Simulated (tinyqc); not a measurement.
What moves the results: square lattice in a magnetic field (Harper-Hofstadter model). A value that a table varies takes the place of the one given here.

Landau gauge, lattice period 1: the magnetic cell has q sites j = 0 to q - 1 along x. H_jj = -2 ty cos(ky + 2 pi p j/q), H_(j,j+1) = -tx, and the bond from q - 1 back to 0 is H_(q-1,0) = -tx exp(i q kx). The levels depend on k only through cos(q kx) and cos(q ky), so the band edges lie at (0, 0) and (pi/q, pi/q).

Parameters, chosen for this exercise:
```
symbol  value  unit  meaning
tx      1.1    meV   hopping along x
ty      0.6    meV   hopping along y
Q       11           denominator
p       3            flux per plaquette p/q, in units of h/e
q       7
```

## Towards Landau levels

Flux 1/Q. Near the bottom of the band the mass gives hbar wc = 4 pi sqrt(tx ty)/Q and E_0 = -2 (tx + ty) + hbar wc/2. For each Q, p = 1 and q = Q.

Lowest band (meV):
```
Q    centre     width      E_0  spacing to band 2  hbar wc
3   -2.0723     0.745  -1.6985             2.0723   3.4030
4   -2.3718     0.268  -2.1239             1.8076   2.5522
5   -2.5444     0.102  -2.3791             1.4607   2.0418
6   -2.6648    0.0396  -2.5493             1.2599   1.7015
8   -2.8269   0.00604  -2.7619             1.0169   1.2761
12  -3.0035  0.000147  -2.9746             0.7361   0.8507
20  -3.1552  9.46e-08  -3.1448             0.4691   0.5104
```

The width falls from 0.745 to 9.5e-08 meV, by a factor 2.51 for each unit of Q at the end, so the band turns into a flat level. Its centre lies -0.374 meV from E_0 at Q = 3 and -0.010 meV at Q = 20; the spacing reaches 92 % of hbar wc, the shortfall coming from the non-parabolic band.

## Slices of the butterfly

Flux P/Q for each P (p = P, q = Q): the lowest edge, the first gap, the widest gap with its r (the lower one of a mirror pair) and t_r from r = Q s + P t, |t| <= Q/2, and the total width of the bands.

Spectra (meV):
```
flux  lowest edge  first gap  t of first gap  widest gap  its r  its t  total width
1/11      -2.9705     0.7876               1      0.7876      1      1       2.0238
2/11      -2.6401     0.0001              -5      1.1128      2      1       2.0265
3/11      -2.4673     0.0117               4      1.1563      3      1       2.0248
4/11      -2.3972     0.0399               3      1.1483      4      1       2.0262
5/11      -2.3949     0.1506              -2      1.0248      5      1       2.0248
```

The widest gap carries t = 1 in every row, and its r equals P: it is the gap above the lowest Landau level, which holds P of the Q bands. The first gap is widest at 1/11 (t = 1) and narrowest at 2/11 (t = -5). The total width lies between 2.024 and 2.027 meV; its limit for large Q is 4 |tx - ty| = 2.0 meV.

## What each parameter does

Bottom and width of band 1, the first gap and the total width of all bands. Each row changes one parameter from the base and keeps the others.

Results:
```
case           bottom (meV)  width (meV)  first gap (meV)  total width (meV)
base                -2.3826       0.1348           0.1501             2.1303
tx = 1.32 meV       -2.7896       0.1862           0.1311             2.9541
ty = 0.45 meV       -2.3002       0.1653           0.0902             2.6401
p = 4               -2.3826       0.1348           0.1501             2.1303
q = 8               -2.3918       0.1282           0.0382             2.1100
```

The largest shifts from the base row, up to three for each result and ties (the steps differ in size, so this ranks the rows, not the parameters). bottom (meV): tx -0.4070, ty +0.0824, q -0.0092; unchanged at the printed digits by p. width (meV): tx +0.0514, ty +0.0305, q -0.0066; unchanged at the printed digits by p. first gap (meV): q -0.1119, ty -0.0599, tx -0.0190; unchanged at the printed digits by p. total width (meV): tx +0.8238, ty +0.5098, q -0.0203; unchanged at the printed digits by p. Flux p/q and 1 - p/q have the same spectrum: reversing the field leaves it alone, and one whole quantum is a gauge change.

Program tinyqc; command `OMP_NUM_THREADS=1 python tinyqc.py 1251545 1251546 out.jsonl`; about 0.03 s on one thread of a shared Intel(R) Xeon(R) Processor @ 2.30GHz.
